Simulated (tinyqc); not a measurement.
Liquidus of a compound AB in a simple-solution melt, liquid-phase epitaxy and vapour pressures: one step, computed by the program tinyqc.

x is the atom fraction of B in the melt. The melt is a simple solution: R T ln gamma_B = W (1 - x)^2, R T ln gamma_A = W x^2, W = a + b T. The solid AB is stoichiometric.

Task: Slope of the liquidus. Liquidus (Vieland): f(x) = R T ln[4 x (1 - x)] + 2 W (1/2 - x)^2 + S_F (T_F - T) = 0. dx/dT = -(df/dT)/f', df/dT = R ln[4 x (1 - x)] + 2 b (1/2 - x)^2 - S_F, f' = (1 - 2x)[R T/(x (1 - x)) - 2 W]. Concentrations: C_L = x N_A/V_L in the melt, C_S = 4/a0^3 in the solid; m = dT/dC_L.

Inputs (values chosen for the exercise, for a model compound):

| quantity | value | unit |
|---|---|---|
| entropy of fusion S_F | 68.3 | J/(mol K) |
| interaction slope b | -24.6 | J/(mol K) |
| saturation temperature T | 1103 | K |
| molar volume of the melt V_L | 12.1 | cm^3/mol |
| lattice constant a0 | 5.451 | angstrom |

solubility x = 0.004650597

W = -13.1338 kJ/mol

Constants: R = 8.314462618 J/(mol K); N_A = 6.02214076e+23 1/mol; k_B = 8.617333262e-05 eV/K.

Give: dx/dT; C_L; C_S; slope m; apparent heat of solution k_B T^2 d ln x/dT.

Result:

dx/dT = 5.709e-05 1/K

C_L = 2.315e+20 1/cm^3

C_S = 2.470e+22 1/cm^3

slope m = 3.519e-19 K cm^3

apparent heat of solution k_B T^2 d ln x/dT = 1.287 eV
